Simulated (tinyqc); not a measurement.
The integration grid: Kohn-Sham LDA (VWN5) on finer and finer grids in the sto-6g basis, for BeH+, spin multiplicity 1. Computed by the program tinyqc with PySCF. Self-consistent on each grid; the net force on the molecule should vanish.

Geometry (angstrom):
```
atom       x       y       z
Be    0.0000  0.0000  0.0000
H     0.0000  0.0000  1.8520
```

Kohn-Sham energy on Becke grids (radial x angular points per atom):
```
grid       points  residual of the electron count  E (hartree)  E - finest (mhartree)  largest net force without grid terms (hartree/bohr)
10 x 14       275                       -2.75e-02   -14.627995              10.924603                                             2.90e-03
15 x 26       773                       -5.24e-03   -14.640478              -1.558644                                             1.80e-03
20 x 50      1990                       -2.29e-04   -14.638803               0.116427                                             1.20e-04
30 x 86      5146                        2.41e-05   -14.638928              -0.008487                                             4.38e-05
50 x 194    19375                       -2.08e-06   -14.638919               0.001045                                             1.95e-06
75 x 302    45248                        3.08e-07   -14.638920              -0.000196                                             7.32e-07
120 x 590  141478                        9.78e-09   -14.638920               0.000000                                             1.62e-08
```

What does the comparison show, and why?

The energy is within 0.1 mhartree of the finest grid first at 30 x 86. The error has both signs, since quadrature is not variational. The electron count and the net force are cheap signs of a poor grid.
